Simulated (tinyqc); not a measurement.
Worked calculation: sheet resistance of a shallow doped layer with concentration-dependent mobility and limited activation. Computed by tinyqc, a small Python program that keeps every step. Command: `OMP_NUM_THREADS=1 python tinyqc.py 3031187 3031188 out.jsonl irvin walk`. One thread of a shared host (Intel(R) Xeon(R) Processor @ 2.30GHz), about 0.02 s of CPU time with the checks. Intermediate numbers are printed to about 5 digits and carried at full precision; extremes and crossings named in words are read from the listed rows.

A layer of one dopant lies in a background of the opposite type. Current flows parallel to the surface down to the junction; depletion is ignored.

Inputs (values chosen for the exercise, modelled on arsenic in silicon):
```
quantity,value,unit
surface concentration C_s,5.7e+20,1/cm^3
length l,22,nm
background C_B,3.8e+15,1/cm^3
mobility floor mu_min,50.1,cm^2/(V s)
mobility mu_max,1400,cm^2/(V s)
reference density N_r,9.18e+16,1/cm^3
exponent alpha,0.663,-
prefactor of the active limit,1.9e+22,1/cm^3
energy of the active limit,0.479,eV
anneal temperature T,1000,C
```

Profile: erfc.

Constants: k_B = 8.617333262e-05 eV/K; e = 1.602176634e-19 C.

## Active limit and depths

C(x) = C_s erfc(x/l). Temperatures in kelvin are T(C) + 273.15. Active limit C_a = prefactor x exp(-energy/(k_B T)); the junction lies where C = C_B, and the profile exceeds C_a down to x_a (zero if C_s is below C_a). Slope at the junction in nm per decade = ln(10) C/|dC/dx|.

active limit C_a = 2.4134e+20 1/cm^3

junction depth x_j = 70.067 nm

depth x_a = 12.453 nm

abruptness at the junction = 7.6079 nm/decade

## Local values

Active density N = min(C, C_a); carriers n = N - C_B; mobility mu = mu_min + (mu_max - mu_min)/(1 + ((N + C_B)/N_r)^alpha). Conductivity e n mu. Depths are 0, 0.2, 0.4, 0.6, 0.8 and 0.95 of x_j.

Along the depth:
```
x (nm),C (1/cm^3),N (1/cm^3),mu (cm^2/(V s)),conductivity (S/cm)
0.000,5.7000e+20,2.4134e+20,57.4,2.2177e+03
14.013,2.0958e+20,2.0958e+20,58.1,1.9496e+03
28.027,4.0815e+19,4.0815e+19,73.4,4.7985e+02
42.040,3.9235e+18,3.9235e+18,153.4,9.6351e+01
56.053,1.7913e+17,1.7913e+17,573.4,1.6108e+01
66.563,1.0708e+16,1.0708e+16,1093.1,1.2097e+00
```

## Sheet resistance

Integrals from 0 to x_j, where C = C_B (Gauss-Legendre, 60 points on each smooth piece; 1 nm = 1e-7 cm): dose int C dx, carriers int n dx, mean mobility int n mu dx/int n dx, R_s = 1/(e int n mu dx).

chemical dose = 7.0749e+14 1/cm^2

sheet carrier density = 5.1350e+14 1/cm^2

mean mobility = 60.925 cm^2/(V s)

sheet resistance R_s = 199.50 ohm/square

carriers per dopant atom = 0.72580

product R_s x_j = 13979 ohm nm

A box at the active limit as deep as x_j would give 64.4 ohm/square, the least this anneal allows at that depth. Clipping at C_a leaves 27 % of the dose without carriers (compensation included). Caution: above about 2e20 per cm^3 measured mobilities fall further than this form.

## Raising the surface concentration at fixed length

The last column drops the active limit.

Layers:
```
C_s (1/cm^3),x_j (nm),dose (1/cm^2),mean mu (cm^2/(V s)),R_s (ohm/square),R_s if all active
1.00e+18,45.025,1.2395e+12,393.58,12973,12973
3.00e+18,50.145,3.7221e+12,250.84,6719,6719
1.00e+19,55.281,1.2411e+13,153.43,3283,3283
3.00e+19,59.625,3.7235e+13,103.95,1613,1613
1.00e+20,64.082,1.2412e+14,75.65,665,665
2.00e+20,66.524,2.4824e+14,66.56,378,378
5.00e+20,69.633,6.2061e+14,61.22,210,170
1.00e+21,71.902,1.2412e+15,60.04,166,90
2.00e+21,74.107,2.4824e+15,59.42,141,47
```

R_s falls as C_s^-0.60 between the first rows and as C_s^-0.24 between the last. Below C_a = 2.4e20 the exponent is set by the mobility, which drops from 394 towards mu_min. Above C_a extra dose only widens the clipped region: in the last row R_s is 3.02 times the fully active value. Caution: in rows with more than about 2e20 active atoms per cm^3 measured mobilities fall further than this form.

Checks made by the program: sheet conductance against adaptive quadrature (relative difference below 1e-10).
